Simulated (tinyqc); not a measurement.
Standing waves and exposure in a photoresist film: one step. Round trip and reflectance. Five cases, with inputs chosen for the exercise.

Task: Form p^2, the denominator and R; the period of the standing wave is lam/(2 n1).

Normal incidence from air. Unexposed resist: N1 = n1 + i k1 with k1 = (A + B) lam/(4 pi), lam in micrometres. r01 = (1 - N1)/(1 + N1), t01 = 2/(1 + N1). Below the resist lie the layer Na = na + i ka and the substrate Ns = ns + i ks: r12 = (r1a + ras x)/(1 + r1a ras x), x = exp(4 pi i Na da/lam), r1a = (N1 - Na)/(N1 + Na), ras = (Na - Ns)/(Na + Ns). With p = exp(2 pi i N1 d/lam), the field at depth z is E(z) = t01 [exp(2 pi i N1 z/lam) + r12 p^2 exp(-2 pi i N1 z/lam)]/(1 + r01 r12 p^2), the relative intensity I(z) = n1 |E(z)|^2 and the reflectance R = |(r01 + r12 p^2)/(1 + r01 r12 p^2)|^2.

Case 1.

Values chosen (out of a larger set: a resist on Al, indices near tabulated ones; not measured data): d = 839 nm (resist thickness); lam = 365 nm (vacuum wavelength).

N1 = 1.7100000+0.0168466i
r01 = -0.262021-0.004588i
r12 = 0.260886+0.357613i

Case 2.

Values chosen (out of a larger set: a resist on Si, indices near tabulated ones; not measured data): d = 199 nm (resist thickness); lam = 193 nm (vacuum wavelength).

N1 = 1.7010000+0.0178158i
r01 = -0.259566-0.004884i
r12 = -0.069103+0.019627i

Case 3.

Values chosen (out of a larger set: a resist on W, indices near tabulated ones; not measured data): d = 818 nm (resist thickness); lam = 365 nm (vacuum wavelength).

N1 = 1.6990000+0.0273030i
r01 = -0.259061-0.007495i
r12 = 0.189241+0.029496i

Case 4.

Values chosen (out of a larger set: a resist on Al, indices near tabulated ones; not measured data): d = 356 nm (resist thickness); lam = 248 nm (vacuum wavelength).

N1 = 1.7730000+0.0078941i
r01 = -0.278765-0.002053i
r12 = 0.474744-0.172036i

Case 5.

Values chosen (out of a larger set: a resist on Si, indices near tabulated ones; not measured data): d = 184 nm (resist thickness); lam = 193 nm (vacuum wavelength).

N1 = 1.6790000+0.0172015i
r01 = -0.253484-0.004793i
r12 = 0.067313-0.005662i

Give: p^2; 1 + r01 r12 p^2; R; period.

Result:

Case 1.

p^2 = 0.3957-0.4704i
1 + r01 r12 p^2 = 0.9290-0.0062i
R = 0.0003
period = 106.73 nm

The film holds 7.86 periods.

Case 2.

p^2 = -0.7929-0.0387i
1 + r01 r12 p^2 = 0.9855+0.0031i
R = 0.0432
period = 56.73 nm

The film holds 3.51 periods.

Case 3.

p^2 = -0.3472-0.3071i
1 + r01 r12 p^2 = 1.0142+0.0181i
R = 0.1025
period = 107.42 nm

The film holds 7.62 periods.

Case 4.

p^2 = 0.7316+0.4657i
1 + r01 r12 p^2 = 0.8810-0.0274i
R = 0.0396
period = 69.94 nm

The film holds 5.09 periods.

Case 5.

p^2 = 0.2446+0.7761i
1 + r01 r12 p^2 = 0.9950-0.0130i
R = 0.0568
period = 57.47 nm

The film holds 3.20 periods.

Computed by tinyqc, one run a case: `OMP_NUM_THREADS=1 python tinyqc.py N N+1 out.jsonl` with N = 1681817, 1682014, 1682380, 1682578, 1682737; one thread of a shared Intel(R) Xeon(R) Processor @ 2.30GHz, about 0.01 s a run at most.
